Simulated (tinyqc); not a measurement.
# From single traps to 1/f noise

4 half-filled traps with time constants tau_j = 3.7e-8 s times 10^(2 j), j = 0..3, each shift the threshold by a = 17.7 uV when filled and give the Lorentzian a^2 tau/(1 + (2 pi f tau)^2). For time constants spread evenly in ln tau the sum tends to a^2/(4 f ln(10^2)). slope = d ln S/d ln f.

From single traps to 1/f noise:

| f (Hz) | S (uV^2/Hz) | 1/f limit (uV^2/Hz) | slope | j of the largest term |
|---|---|---|---|---|
| 0.01 | 11.709 | 1700.8 | -1.0701e-5 | 3 |
| 0.1 | 11.703 | 170.08 | -0.0010695 | 3 |
| 1 | 11.114 | 17.008 | -0.10147 | 3 |
| 30 | 0.35004 | 0.56692 | -1.3105 | 3 |
| 1000 | 0.019484 | 0.017008 | -1.5899 | 2 |
| 30000 | 8.1550e-4 | 5.6692e-4 | -0.68487 | 1 |
| 1e6 | 1.3160e-5 | 1.7008e-5 | -0.41375 | 0 |
| 1e7 | 1.8316e-6 | 1.7008e-6 | -1.6914 | 0 |
| 1e8 | 2.1625e-8 | 1.7008e-7 | -1.9963 | 0 |

Below the slowest trap (1/(2 pi tau) = 4.3 Hz) the spectrum is flat, slope 0.00 in the first row; above the fastest (4.3e6 Hz) the slope tends to -2 (-2.00 in the last row). In between, at 30, 1000 and 30000 Hz, the slopes are -1.31, -1.59 and -0.68, and S is 15 % above the 1/f limit at 1000 Hz.

Program tinyqc, `OMP_NUM_THREADS=1 python tinyqc.py 2150019 2150020 out.jsonl`; Intel Xeon 2.30GHz, shared host, one thread, about 0.01 s.
